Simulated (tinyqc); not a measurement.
From results back to parameters: overlap of hydrogenic dopants: pairs, impurity band and the Mott density. Two cases, with inputs chosen for the exercise.

Problem. Ry* = Ry m/eps^2, aB = a0 eps/m, and the Mott density is (0.26/aB)^3 (1/angstrom^3 = 1e24/cm^3). Binding energy and critical density come from a hidden mass and dielectric constant.

Constants: Ry = 13.60569312 eV; a0 (Bohr radius) = 0.5291772105 angstrom.

Case 1.

binding energy = 27.11690 meV
critical density = 1.622627e+18 1/cm^3

Case 2.

binding energy = 33.22978 meV
critical density = 2.628032e+18 1/cm^3

Find: aB; eps; m.

Solution. aB = 0.26/n^(1/3); the product Ry* aB = Ry a0/eps gives eps, and m = a0 eps/aB.

Case 1.

aB = 22.13 angstrom
eps = 12.00
m = 0.287 m0

Case 2.

aB = 18.84 angstrom
eps = 11.50
m = 0.323 m0

Computed by tinyqc, one run a case: `OMP_NUM_THREADS=1 python tinyqc.py N N+1 out.jsonl` with N = 1481985, 1482012; one thread of a shared Intel(R) Xeon(R) Processor @ 2.30GHz, about 0.01 s a run at most.
